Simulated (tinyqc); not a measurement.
Hole subbands of a hard-walled well, four-band Luttinger model: sweeps and comparisons. A value that a table varies takes the place of the one given here.

Hole energies are counted downwards from the unstrained band edge, c = hbar^2/2m0. After the usual block transformation one block is H = [[P + Q - Zs, R - i S], [R + i S, P - Q + Zs]] in (heavy, light), with P +/- Q = c [(g1 +/- g2) k^2 + (g1 -/+ 2 g2) kz^2], R = sqrt(3) c gR k^2, S = 2 sqrt(3) c g3 k kz, kz = -i d/dz; axial approximation gR = (g2 + g3)/2. Zs = b (e_par - e_perp) is the shear part of the strain (the hydrostatic part shifts all levels alike and is left out). Basis sqrt(2/L) sin(n pi z/L), n = 1 to N, for each component: kz^2 gives (n pi/L)^2 and the heavy-light block is R delta_nm - 2 sqrt(3) c g3 k D_nm with D_nm = 4 n m/(L (n^2 - m^2)) for n + m odd, 0 otherwise. The other block has the same levels. The split-off band is left out.

Constants: hbar^2/2m0 = 3.80998211 eV angstrom^2.

Values chosen for the exercise (near those of Ge; not measured data):
- g1 = 13.2 (Luttinger gamma1)
- g2 = 4.29 (gamma2)
- g3 = 5.7 (gamma3)
- L = 90 angstrom (well width along [001])
- Zs = 0 eV (shear strain energy)
- k = 0.0221 1/angstrom (wave vector in the plane)
- Zlist = (-0.092, -0.0606, -0.0297, -0.0082, 0, 0.0353, 0.0772) eV (shear strain energies (negative: tension in the plane, for b < 0))

## Which coupling does what

N = 20, at the given k. Diagonal: R = S = 0. Along [100] and [110] gR is g2 and g3 instead of their mean.

Hole energies (meV):
```
model        E1      E2      E3      E4
diagonal  53.99  117.69  118.34  225.57
R alone   50.16  117.48  121.53  225.21
S alone   46.45   63.50  158.84  182.49
axial     41.23   66.65  160.05  182.32
[100]     42.44   65.98  159.73  182.37
[110]     39.92   67.32  160.41  182.27
```

What can be read from the table?

The couplings move E1 by -12.77 meV: R alone by -3.84, S alone by -7.54, so S matters more at k L/pi = 0.63 (R grows as k^2 and joins equal n, S as k and joins n of opposite parity). Warping spreads E1 by 2.51 meV between [100] and [110], the hole being heavier along [110]; the axial value lies between them.

## Strain

N = 20. dE is the rise of the top subband from k = 0 to k1 = pi/(4L), m1 = c k1^2/dE (dash if dE is not positive), and the heavy weight is taken at k = pi/L.

Top subband:
```
Zs (eV)  HH1 (meV)  LH1 (meV)  dE (meV)  heavy weight  m1 (m0)
-0.0920      113.4        9.1     0.148         0.146    1.962
-0.0606       82.0       40.5    -1.171         0.232        -
-0.0297       51.1       71.4     3.376         0.376    0.086
-0.0082       29.6       92.9     3.863         0.517    0.075
0.0000        21.4      101.1     3.934         0.576    0.074
0.0353       -13.9      136.4     4.137         0.801    0.070
0.0772       -55.8      178.3     4.289         0.916    0.068
```

What does this show?

HH1 and LH1 cross at Zs = -2 c g2 (pi/L)^2 = -0.0398 eV; for more negative Zs the light hole is on top. Among the rows with HH1 on top, m1 goes from 0.086 to 0.068 m0 as the splitting widens from 20 to 234 meV, against the unmixed 1/(g1 + g2) = 0.057: compression lightens the holes here. A dash marks a top subband whose hole energy at k1 lies below that at k = 0: an electron-like (negative) mass. m1 describes the neighbourhood of k = 0 only; where HH1 and LH1 lie close, the band may peak further out.

## What each parameter does

N = 20; the three lowest hole energies at the given k and the heavy weight of the lowest. Each row changes one parameter from the base and keeps the others.

Results:
```
case                   E1 (meV)  E2 (meV)  E3 (meV)  heavy weight
base                      41.23     66.65    160.05         0.874
g1 = 14.26                48.98     81.09    174.99         0.892
g2 = 3.86                 44.35     72.55    165.92         0.873
g3 = 5.24                 43.17     70.89    157.52         0.895
L = 100 angstrom          35.14     55.28    137.04         0.803
Zs = 0.01 eV              33.17     63.32    161.93         0.925
k = 0.0287 1/angstrom     45.39     73.76    180.36         0.683
```

What can be read from the table?

The largest shifts from the base row, up to three for each result and ties (the steps differ in size, so this ranks the rows, not the parameters). E1 (meV): Zs -8.06, g1 +7.75, L -6.09. E2 (meV): g1 +14.44, L -11.36, k +7.11. E3 (meV): L -23.01, k +20.32, g1 +14.94. heavy weight: k -0.191, L -0.071, Zs +0.051.

Run: tinyqc, `OMP_NUM_THREADS=1 python tinyqc.py 1280178 1280179 out.jsonl`; Intel(R) Xeon(R) Processor @ 2.30GHz, one thread, shared host; about 0.3 s of CPU time with all checks.
